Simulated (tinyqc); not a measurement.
Gain factor and gap resistance from two string resistances.

Question. At small bit-line voltage each of the 64 cells has the resistance 1/(K x) at overdrive x (no mobility reduction) in series with a gap resistance Rg. Find K, Rg and the share of the gaps at the higher overdrive.

resistance of a string of 64 equal cells at overdrives of 3.8 and 8.7 V (kohm): [2585.2632, 1399.5402]

Answer. The resistance per cell is a straight line in 1/x with slope 1/K and intercept Rg.

K = 8.00 uA/V^2
Rg = 7.50 kohm
share of the gaps = 34.3 %

tinyqc, about 0.8 s, one thread, Intel Xeon 2.30GHz (shared host): `OMP_NUM_THREADS=1 python tinyqc.py 2142102 2142103 out.jsonl`
